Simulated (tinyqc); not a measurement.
## Read current of a NAND string, cells in series solved by shooting: effect of the pass voltage

Cells in series, numbered from 0 at the source line (0 V) to the bit line, each followed by a gap resistance Rg. A cell with gate Vg, threshold VT, source Vs and drain Vd passes I = 2 nf K Vt^2 [F(Vs) - F(Vd)]/(1 + th max(Vg - VT, 0)), F(V) = ln^2(1 + exp((Vg - VT - nf V)/(2 nf Vt))). The selected cell has Vg = Vr, the others Vg = Vp.

For a trial current I start at 0 V and, cell by cell, solve for the drain: sqrt(F(Vd)) = sqrt(F(Vs) - I/k), k = 2 nf K Vt^2/(1 + th max(Vg - VT, 0)), Vd = [Vg - VT - 2 nf Vt ln(exp(sqrt F) - 1)]/nf, then add I Rg. The string current is the I for which the last node reaches Vbl. The apparent threshold is the Vr at which I = Is. Background: all other cells erased (VT = Ve) or all in the highest state (VT = Vh); ratio and shift are high over erased and high minus erased. The string has 64 cells and the selected one is cell 32.

Values chosen for this exercise; values of the order met in vertical NAND strings:
```
symbol  value    unit                                 meaning
T         300       K                             temperature
K         5.3  uA/V^2                   gain factor of a cell
nf        1.2                                    slope factor
th       0.19     1/V               mobility reduction factor
Rg        9.1    kohm     resistance of the gap between cells
Vbl       0.5       V                        bit-line voltage
Ve       -0.7       V             threshold of an erased cell
Vh        3.4       V          threshold of the highest state
Vx        2.1       V          threshold of the selected cell
Is         50      nA                         sensing current
Vr       3.19       V  read voltage on the selected word line
```

Constants: q = 1.602176634e-19 C, kB = 1.380649e-23 J/K, Vt = kB T/q. Results are converted to the units shown.

Effect of the pass voltage:
columns A: Vp (V); B: I, others erased (uA); C: I, others high (uA); D: ratio; E: apparent VT, erased (V); F: apparent VT, high (V); G: background shift (mV)
```
A          B        C       D      E      F      G
5.5  0.09509  0.04946  0.5201  2.396  3.825   1430
6    0.09820  0.05820  0.5927  2.391  2.514  123.1
6.5   0.1010  0.06566  0.6500  2.387  2.466  78.87
7     0.1036  0.07210  0.6960  2.384  2.443  59.95
7.5   0.1059  0.07771  0.7335  2.380  2.429  48.24
```

What does the table show?

As Vp goes from 5.5 to 7.5 V, the current with erased neighbours rises from 0.0951 to 0.106 uA, that with high neighbours rises from 0.0495 to 0.0777 uA and the ratio rises from 0.520 to 0.733. The background shift falls from 1430 to 48.2 mV. A higher pass voltage also disturbs erased cells more, which this model leaves out.

Computed by the program tinyqc: `OMP_NUM_THREADS=1 python tinyqc.py 2142212 2142213 out.jsonl`, one thread of a shared Intel Xeon 2.30GHz, about 0.4 s for the whole run.
